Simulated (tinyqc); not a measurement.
Hubbard ring of 5 sites, step by step. Computed by tinyqc, a small Python program that keeps every step. Settings: hopping = 0.95, U = 3.5, mixing = 0.2, iteration cap = 51. Command: `OMP_NUM_THREADS=1 python tinyqc.py 21067 21068 out.jsonl` (the two numbers bound the seeds that draw the settings). One thread of a shared host (Intel(R) Xeon(R) Processor @ 2.60GHz), about 0.3 s of CPU time with the checks.

one-body matrix (hopping and site energies) (eV):
```
          1         2         3         4         5
1   0.98000  -0.95000   0.00000   0.00000  -0.95000
2  -0.95000   0.71000  -0.95000   0.00000   0.00000
3   0.00000  -0.95000   0.14000  -0.95000   0.00000
4   0.00000   0.00000  -0.95000   0.57000  -0.95000
5  -0.95000   0.00000   0.00000  -0.95000   0.23000
```

U = 3.50000 eV

electrons, up and down: 3  2

n(up) at the start (a guess, not normalised): 1 0.90000, 2 0.30000, 3 0.90000, 4 0.30000, 5 0.90000

n(down) at the start (a guess): 1 0.10000, 2 0.70000, 3 0.10000, 4 0.70000, 5 0.10000

Each step fills the lowest levels of T + U n(other spin) and sets n(new) = n + mixing (n(out) - n); stop when output and input agree to 1e-8.

Course of the cycle:

| iteration | E (eV) | largest \|n(out) - n(in)\| | mean \|n_up - n_down\| |
|---|---|---|---|
| 1 | 0.6237017 | 1.19e-01 | 0.67598 |
| 2 | 0.6170905 | 9.63e-02 | 0.68426 |
| 3 | 0.6124443 | 7.87e-02 | 0.69140 |
| 4 | 0.6090278 | 6.49e-02 | 0.69761 |
| 5 | 0.6064412 | 5.39e-02 | 0.70305 |
| 6 | 0.6044480 | 4.55e-02 | 0.70782 |
| 7 | 0.6028962 | 3.91e-02 | 0.71202 |
| 8 | 0.6016809 | 3.38e-02 | 0.71572 |
| 9 | 0.6007263 | 2.94e-02 | 0.71898 |
| 10 | 0.5999753 | 2.56e-02 | 0.72186 |
| 11 | 0.5993839 | 2.23e-02 | 0.72441 |
| ... | ... | ... | ... |
| 41 | 0.5972011 | 4.68e-04 | 0.74340 |
| 42 | 0.5972008 | 4.15e-04 | 0.74346 |
| 43 | 0.5972005 | 3.67e-04 | 0.74351 |
| 44 | 0.5972003 | 3.25e-04 | 0.74356 |
| 45 | 0.5972002 | 2.88e-04 | 0.74360 |
| 46 | 0.5972000 | 2.55e-04 | 0.74363 |
| 47 | 0.5971999 | 2.26e-04 | 0.74367 |
| 48 | 0.5971999 | 2.00e-04 | 0.74369 |
| 49 | 0.5971998 | 1.77e-04 | 0.74372 |
| 50 | 0.5971998 | 1.57e-04 | 0.74374 |
| 51 | 0.5971997 | 1.39e-04 | 0.74376 |

Can the last value be used, and what does the course show?

Not by the stop rule, although the second column moves by less than 1e-07 over the last three steps. Not converged within 51 iterations: the residual falls steadily but slowly, by a factor of about 0.89 a step. The lowest mean-field energy found from random starts is 0.54475 eV. Reruns (cap 100 unless said): mixing 0.5: converged in 48 to a higher stationary point (E = 0.59720); mixing 0.9: converged in 23 to a higher stationary point (E = 0.59720); the original settings with a cap of 400: converged in 131 to a higher stationary point (E = 0.59720).
